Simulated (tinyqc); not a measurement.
# Resistance of a tapered via with liner, size effect and interface, step by step

Program tinyqc, `OMP_NUM_THREADS=1 python tinyqc.py 2750174 2750175 out.jsonl`; Intel Xeon 2.30GHz, shared host, one thread, about 0.01 s. Printed values are rounded.

A round via whose diameter grows from db at the bottom as D(z) = db + 2 z/tan(ang). The fill, of diameter D - 2 tl, starts above the bottom liner (thickness fb tl) and has rho = rho0 (1 + ks lam/(D - 2 tl)); the sidewall liner conducts in parallel with it. The bottom liner and the interface are crossed over the full area pi db^2/4. Spreading in the lines above and below is left out.

Parameters, values chosen for the exercise; fill metal close to ruthenium:
- db = 39 nm (diameter at the bottom)
- hv = 71 nm (height)
- ang = 88 degrees (sidewall angle)
- rho0 = 7.84 uohm cm (bulk resistivity of the fill)
- lam = 6.59 nm (mean free path of the fill)
- ks = 1.3 (size-effect factor)
- tl = 0 nm (liner on the sidewall)
- fb = 0.5 (liner at the bottom over that on the sidewall)
- rl = 480 uohm cm (resistivity of the liner)
- ri = 5.6e-13 ohm cm^2 (interface resistivity at the bottom)
- Sb = 1.5e15 S/m^2 (ballistic conductance per area, about 3/(4 rho0 lam))

## Slices of the via

Slices between z0 = fb tl and hv, evaluated at their midpoints: conductance per length pi/4 [(D - 2 tl)^2/rho + (D^2 - (D - 2 tl)^2)/rl], slice resistance = slice height over that. 10 slices.

| slice | z (nm) | D (nm) | rho (uohm cm) | slice resistance (ohm) |
|---|---|---|---|---|
| 0 | 3.55 | 39.2479 | 9.55131 | 0.560528 |
| 1 | 10.65 | 39.7438 | 9.52996 | 0.545406 |
| 2 | 17.75 | 40.2397 | 9.50913 | 0.530885 |
| 3 | 24.85 | 40.7356 | 9.48881 | 0.516931 |
| 4 | 31.95 | 41.2314 | 9.46898 | 0.503518 |
| 5 | 39.05 | 41.7273 | 9.44962 | 0.490617 |
| 6 | 46.15 | 42.2232 | 9.43072 | 0.478202 |
| 7 | 53.25 | 42.7191 | 9.41226 | 0.466250 |
| 8 | 60.35 | 43.2149 | 9.39421 | 0.454738 |
| 9 | 67.45 | 43.7108 | 9.37658 | 0.443645 |

## Total resistance

R_fill = sum of the slices; R_bottom = rl fb tl/(pi db^2/4); R_interface = ri/(pi db^2/4); ballistic (Sharvin) limit 1/(Sb pi (db - 2 tl)^2/4); ideal cylinder rho0 hv/(pi db^2/4).

parts (ohm): fill 4.99072, bottom liner 0, interface 0.0468780
R = 5.03760 ohm
shares (%): fill 99.0694, bottom liner 0.0000, interface 0.9306
ballistic limit = 0.558071 ohm
ideal cylinder = 4.65967 ohm

The fill is the largest part, and R is 1.08 times the ideal cylinder. With 2000 slices R = 5.0378 ohm.
